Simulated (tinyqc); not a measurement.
# Inverter chain driving a load

N inverters, each f = Hc^(1/N) times larger than the one before: delay tau N (f + pp). Switched capacitance in units of the first input, with output capacitance pp times the input: Hc + (1 + pp)(Hc - 1)/(f - 1).

Parameters, values chosen for the exercise:
- Hc = 89 (load over the input capacitance of the chain)
- pp = 1.5 (parasitic delay of an inverter)
- tau = 3.5 ps (delay unit)

Inverter chain driving a load:
```
N      f  delay (ps)  switched capacitance
1  89.00       316.8                 91.50
2  9.434       76.54                 115.1
3  4.465       62.63                 152.5
4  3.071       64.00                 195.2
5  2.454       69.20                 240.3
6  2.113       75.87                 286.7
7  1.899       83.27                 333.8
```

What does the table show?

The delay goes from 317 through a minimum of 62.6 (at N = 3 among the rows listed) to 83.3 ps. The best stage effort solves pp + rho (1 - ln rho) = 0, rho = 3.97, which gives N = ln Hc/ln rho = 3.26. One stage fewer than the best costs 22 % in delay and saves 25 % of the switched capacitance.

Computed by the program tinyqc: `OMP_NUM_THREADS=1 python tinyqc.py 2082088 2082089 out.jsonl`, one thread of a shared Intel Xeon 2.30GHz, about 0.01 s for the whole run.
